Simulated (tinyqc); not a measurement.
Pressure-driven transition between two phases with analytic equations of state: one step, computed by the program tinyqc. Command: `OMP_NUM_THREADS=1 python tinyqc.py 3013017 3013018 out.jsonl transition walk`. One thread of a shared host (Intel(R) Xeon(R) Processor @ 2.30GHz), about 0.04 s of CPU time with the checks.

Each phase obeys E = E0 + (9 V0 B0/16) [y^3 B' + y^2 (2 - 4 y)], y = (V0/V)^(2/3) - 1; P = (3 B0/2) (x^7 - x^5) [1 + (3/4)(B' - 4)(x^2 - 1)], x = (V0/V)^(1/3); E0 = 0 for phase 1 and Delta E0 for phase 2. H = E + P V.

Problem. Shift with temperature. Start from P = Delta E0/(V0 of phase 1 - V0 of phase 2); at each P solve P(V) = P for both phases and step P(new) = P - (H_2 - H_1)/(V_2 - V_1); stop when |H_2 - H_1| < 1e-10 eV. At the zero-temperature transition the volume change is V_2/V_1 - 1 and the work is P (V_1 - V_2). At T the condition is H_2 - H_1 - T Delta S = 0, with Delta S constant and thermal expansion left out; the Clausius-Clapeyron slope is dP/dT = Delta S/(V_2 - V_1) at the zero-temperature point.

Inputs (values chosen for the exercise, for two model phases):

| quantity | value | unit |
|---|---|---|
| volume V0 of phase 1 | 18.4 | angstrom^3/atom |
| B0 of phase 1 | 71.3 | GPa |
| B' of phase 1 | 4.56 | - |
| volume V0 of phase 2 | 17 | angstrom^3/atom |
| B0 of phase 2 | 68.8 | GPa |
| B' of phase 2 | 4.53 | - |
| energy of phase 2 above phase 1, Delta E0 | 0.029 | eV/atom |
| entropy of phase 2 less phase 1, Delta S | -0.25 | k_B/atom |
| temperature T | 600 | K |

Equation of state: Birch-Murnaghan.

V_2 at the transition = 16.26494 angstrom^3

V_1 at the transition = 17.62974 angstrom^3

transition pressure = 3.361759 GPa

Constants: k_B = 8.617333262e-05 eV/K; 1 eV/angstrom^3 = 160.2176634 GPa.

Give: Clapeyron slope; transition pressure at T; linear estimate at T.

Solution.

Clapeyron slope = 2.529 MPa/K

transition pressure at T = 4.888 GPa

linear estimate at T = 4.879 GPa

The dense phase has the lower entropy, so heating raises the transition pressure. Caution: a constant Delta S holds only at high temperature; it vanishes as T goes to 0, so the shift counted from T = 0 is somewhat too large.
